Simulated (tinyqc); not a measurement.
Solubility, supersaturation, precipitation and gettering of an impurity in a silicon-like host: one step, computed by the program tinyqc. Command: `OMP_NUM_THREADS=1 python tinyqc.py 3012273 3012274 out.jsonl ripen walk`. One thread of a shared host (Intel(R) Xeon(R) Processor @ 2.30GHz), about 0.01 s of CPU time with the checks.

The wafer was saturated at T1 and is then held at T.

Problem. Solubility, diffusivity, supersaturation. C_eq(T) = N0 exp(S/k_B - H/(k_B T)); D(T) = D0 exp(-Q/(k_B T)); C0 = C_eq(T1). Supersaturation s = C0/C_eq(T); critical radius r* = 2 gamma/(C_p k_B T ln s); barrier W* = (4 pi/3) gamma r*^2. Strain energy is left out.

Inputs (values chosen for the exercise, modelled on chromium in silicon):

| quantity | value | unit |
|---|---|---|
| site density N0 | 5e+22 | 1/cm^3 |
| enthalpy of solution H | 2.78 | eV |
| entropy of solution S | 4.9 | k_B |
| diffusion prefactor D0 | 0.00075 | cm^2/s |
| migration energy Q | 0.812 | eV |
| temperature of saturation T1 | 1275 | K |
| anneal temperature T | 702 | K |
| impurity density in the precipitate C_p | 2e+22 | 1/cm^3 |
| interface energy gamma | 0.73 | J/m^2 |

Constants: k_B = 8.617333262e-05 eV/K; k_B = 1.380649e-23 J/K.

Give: C0; C_eq(T); D(T); supersaturation s; critical radius r*; W*/(k_B T).

Solution.

C0 = 6.892e+13 1/cm^3

C_eq(T) = 73946 1/cm^3

D(T) = 1.111e-09 cm^2/s

supersaturation s = 9.320e+08

critical radius r* = 0.3647 nm

W*/(k_B T) = 41.96

Caution: a critical radius of atomic size is outside the capillary model.
